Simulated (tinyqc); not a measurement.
Inside a calculation: coherent potential approximation for a binary alloy with a semi-elliptic band. Values are carried at full precision from step to step, so a last printed digit may differ when a step is redone from the rounded ones.

Site levels eA = -x d (share 1 - x) and eB = (1 - x) d (share x), so that their mean, the virtual crystal, is 0. Pure band: G0(z) = 2 (z - sqrt(z - W) sqrt(z + W))/W^2 with principal roots, density -Im G/pi per site. The medium has a self-energy S(z), G = G0(z - S), z = E + i eta. t_i = (e_i - S)/(1 - (e_i - S) G); the CPA demands <t> = (1 - x) tA + x tB = 0. Iteration: start at S = 0, set S(new) = S + <t>/(1 + <t> G), stop when |<t>| < 1e-9 eV.

Constants: hbar = 6.58211957e-16 eV s.

Values chosen for the exercise: W = 2.6 eV (half width of the pure band); x = 0.46 (fraction of B); d = 1.13 eV (eB - eA); eta = 0.052 eV (broadening); E = -0.44 eV (energy).

## First step: the average t-matrix

With S = 0 form G, tA, tB, <t> and the new S.

eA, eB (eV): [-0.5198, 0.6102]

G = -0.12754-0.74291i 1/eV

tA, tB (eV): [-0.4754-0.1966i, 0.4810-0.2023i]

<t> = -0.0354-0.1992i eV
S after one step = -0.0552-0.2293i eV

## The self-consistent medium

Iterate.

Iterations:
```
i             S (eV)           G (1/eV)  |<t>| (eV)
0            0.00000  -0.12754-0.74291i       0.202
1  -0.05521-0.22929i  -0.10146-0.68218i      0.0208
2  -0.07203-0.24179i  -0.09652-0.67961i     0.00189
3  -0.07391-0.24159i  -0.09604-0.67974i    0.000170
4  -0.07402-0.24146i  -0.09602-0.67978i    1.53e-05
5  -0.07402-0.24144i  -0.09602-0.67978i    1.38e-06
6  -0.07402-0.24144i  -0.09602-0.67978i    1.24e-07
7  -0.07402-0.24144i  -0.09602-0.67978i    1.12e-08
8  -0.07402-0.24144i  -0.09602-0.67978i    1.01e-09
9  -0.07402-0.24144i  -0.09602-0.67978i    9.06e-11
```

S = -0.07402-0.24144i eV
G = -0.09602-0.67978i 1/eV

Converged at i = 9. The first step gave -0.0552-0.2293i eV.

## Densities on A and B, and the lifetime

G_i = G/(1 - (e_i - S) G); densities -Im G_i/pi; their weighted sum must be -Im G/pi. Lifetime hbar/(2 |Im S|), which has a meaning only while |Im S| is small against W. Weak-scattering value of S: x (1 - x) d^2 G.

densities (1/eV): on A 0.2547, on B 0.1714, weighted sum 0.2164, medium 0.2164

lifetime = 1.36 fs
weak-scattering S = -0.0305-0.2156i eV

An A site carries the larger density here, by a factor 1.49; the weak-scattering value is 20 % from S.

## Checks

- Weighted sum of the partial densities against the density of the medium: both 0.21638.

tinyqc: `OMP_NUM_THREADS=1 python tinyqc.py 1482177 1482178 out.jsonl`; about 0.01 s, one thread, shared Intel(R) Xeon(R) Processor @ 2.30GHz.
